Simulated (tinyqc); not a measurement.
Potential-pH (Pourbaix) lines of a metal, its cation, its oxide and an oxyanion, with a complexing ligand: one step, computed by the program tinyqc.

Potentials are against the standard hydrogen electrode; solids and water have unit activity; dG_f of M, H+ and the electron is zero; F = e N_A and s = R T ln(10)/F. The cation carries z = 3.

Question. The stable species at (pH, E). M3+ + 3e = M; (1/2) M2O3 + 3H+ + 3e = M + (3/2) H2O; MO2(-) + 4H+ + 3e = M + 2H2O. For each, E0 = -dG/(z F), and E = E0 + (s/z) log10 a - (s n_H/z) pH, with no activity term for the oxide. The metal is stable below the lowest of the three lines; above it, the species of the lowest line is stable. Water lines at 1 bar: hydrogen E = -s pH, oxygen E = -dG_f(water)/(2F) - s pH.

Inputs (values chosen for the exercise, modelled on aluminium):
```
quantity,value,unit
dG_f of water,-237.14,kJ/mol
temperature T,298.15,K
log10 of the dissolved activity a,-3,-
pH,6.2,-
potential E,-1.2,V
```

Species: M, M3+, M2O3, MO2(-).

E0 (V): cation -1.690758, oxide -1.503648, oxyanion -1.220255

s = 0.05915935 V

Constants: e = 1.602176634e-19 C; N_A = 6.02214076e+23 1/mol.

Give: lines at this pH; upper limit of immunity; hydrogen line; oxygen line; E above the limit of immunity.

Answer.

lines at this pH (V): cation -1.750, oxide -1.870, oxyanion -1.768

upper limit of immunity = -1.870 V

hydrogen line = -0.3668 V

oxygen line = 0.8621 V

E above the limit of immunity = 0.6704 V

Stable here: the oxide (passivity, if the film is dense). The point lies outside the stability range of water. Water itself can oxidise the metal at this pH. Caution: other oxidation states, hydroxides and hydrides are left out, and the lines say nothing of rates.
